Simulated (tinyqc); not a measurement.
# One anharmonic mode: perturbation theory, self-consistent phonons and exact levels, step by step

A worked calculation. Computed by tinyqc, a small Python program that keeps every step. Command: `OMP_NUM_THREADS=1 python tinyqc.py 3025342 3025343 out.jsonl scp walk`. One thread of a shared host (Intel(R) Xeon(R) Processor @ 2.30GHz), about 0.06 s of CPU time with the checks. Intermediate numbers are printed to about 5 digits and carried at full precision; extremes and crossings named in words are read from the listed rows.

V(x) = k x^2/2 + b x^4 for one coordinate x of mass M. A constant K > 0 gives hbar Omega = sqrt((hbar^2/u) K/M) with K in eV/angstrom^2 and M in u.

Inputs (values chosen for the exercise, for a model mode):
```
quantity             value           unit
mode mass M            105              u
harmonic constant k   1.99  eV/angstrom^2
quartic constant b    45.1  eV/angstrom^4
temperature T           82              K
mixing                0.03              -
```

Shape: single well.

Constants: hbar^2/u = 4.18015928e-03 eV angstrom^2; k_B = 8.617333262e-05 eV/K.

## Harmonic values and first-order shift

<x^2> = (hbar Omega/(2K)) coth(hbar Omega/(2 k_B T)) at K = k; first order in b shifts the quantum by 6 b <x^2> hbar Omega/k.

harmonic quantum = 8.9008 meV

harmonic <x^2> = 0.0040084 angstrom^2

first-order shift = 4.8515 meV

Caution: the first-order shift is large, so perturbation theory overshoots.

## Self-consistent cycle

Self-consistent phonon, centred at x = 0: K = k + 12 b <x^2>, <x^2> = (hbar Omega/(2K)) coth(hbar Omega/(2 k_B T)). Start at K = |k|; K(new) = K + mixing x (K_out - K), but at least K/20; stop when |K_out - K| < 1e-9 |k| or after 90 steps.

Iterations:
```
step  K (eV/angstrom^2)  hbar Omega (meV)   K_out  K_out - K
0                1.9900             8.901  4.1593     2.1693
1                2.0551             9.045  4.0983     2.0432
2                2.1164             9.179  4.0442     1.9278
3                2.1742             9.304  3.9959     1.8217
4                2.2289             9.420  3.9527     1.7238
5                2.2806             9.528  3.9136     1.6330
6                2.3296             9.630  3.8782     1.5486
7                2.3760             9.726  3.8459     1.4699
8                2.4201             9.816  3.8165     1.3963
...                 ...               ...     ...        ...
81               3.3248            11.505  3.3837     0.0589
82               3.3266            11.508  3.3831     0.0565
83               3.3283            11.511  3.3825     0.0542
84               3.3299            11.514  3.3820     0.0520
85               3.3315            11.517  3.3814     0.0499
86               3.3330            11.519  3.3809     0.0479
87               3.3344            11.522  3.3804     0.0460
88               3.3358            11.524  3.3799     0.0441
89               3.3371            11.526  3.3795     0.0423
```

converged (1 yes, 0 no) = 0

self-consistent K = 3.3384 eV/angstrom^2

Not converged: the residual falls at every step, but slowly, by a factor of about 0.960 a step. K_out falls when K rises, so the cycle is stable, but so small a mixing crawls: the residual keeps its sign.

Reruns converge with mixing = 0.4; or with mixing = 0.2. Reruns still fail with mixing = 0.1.
